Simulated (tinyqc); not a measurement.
Smoothing against break-up: capillary instabilities by surface diffusion: grooving and agglomeration of films, edge retraction, wire break-up and smoothing of roughness. Computed by tinyqc, a small Python program. Command: `OMP_NUM_THREADS=1 python tinyqc.py 3013836 3013837 out.jsonl dewet walk`. One thread of a shared host (Intel(R) Xeon(R) Processor @ 2.30GHz), about 0.01 s of CPU time with the checks.

Isotropic surface energy; shapes change by surface diffusion alone.

Inputs (values chosen for the exercise, of the order of those of a cobalt film):
```
quantity                         value        unit
surface energy gamma_s            2.07       J/m^2
grain-boundary energy gamma_b     0.83       J/m^2
interface energy gamma_i           1.8       J/m^2
atomic volume Omega               11.1  angstrom^3
surface sites nu                    10      1/nm^2
prefactor D0                   2.1e-06       m^2/s
activation energy Q               1.67          eV
temperature T                     1228           K
film thickness h                    38          nm
grain radius R                     510          nm
wire radius r                      2.7          nm
initial ripple over radius        0.02           -
roughness wavelength lambda         13          nm
```

Grooves: at the surface and the interface.

Constants: k_B = 8.617333262e-05 eV/K; k_B = 1.380649e-23 J/K.

Method:
- Groove angle beta: sin(beta) = gamma_b/(2 gamma). For circular grains of radius R with spherical caps the groove ends (measured from the mean surface) at the depth R g(beta), g = (2 - 3 cos beta + cos^3 beta)/(3 sin^3 beta). The film parts if R [g(beta_s) + g(beta_i)] > h.
- B = D_s nu gamma_s Omega^2/(k_B T), D_s = D0 exp(-Q/(k_B T)).
- A wire with r + A cos(k z) has dA/dt = (B/r^4) (kr)^2 [1 - (kr)^2] A: unstable for wavelengths above 2 pi r, fastest at kr = 1/sqrt 2 with the rate B/(4 r^4); break-up time about (4 r^4/B) ln(r/A0); each wavelength makes a sphere of radius (3 r^2 lambda_m/4)^(1/3).
- Roughness of wavelength lambda on a flat face decays as exp[-B (2 pi/lambda)^4 t]; the smoothing time is that for a factor e^3.

beta_s = 11.5652 degrees

Times (s); the last column is (h/(0.780 tan beta_s))^4/B:
```
T (K)  B (nm^4/s)  smoothing  wire break-up  groove to depth h
1044   3.2236e+03   0.017054        0.25798         9.9649e+05
1105   8.4862e+03   0.006478        0.09800         3.7853e+05
1167   2.0401e+04   0.002695        0.04076         1.5745e+05
1228   4.4237e+04   0.001243        0.01880         7.2615e+04
1289   8.8935e+04   0.000618        0.00935         3.6119e+04
1351   1.6917e+05   0.000325        0.00492         1.8989e+04
1474   5.1325e+05   0.000107        0.00162         6.2587e+03
```

All times share 1/B, so their ratios do not depend on T: break-up over smoothing is 15. An anneal can smooth this roughness well before the wire breaks. Smoothing is safe for lambda well below 2 pi r, above which a ripple along the wire grows instead. B spans 2.2 decades over these rows.
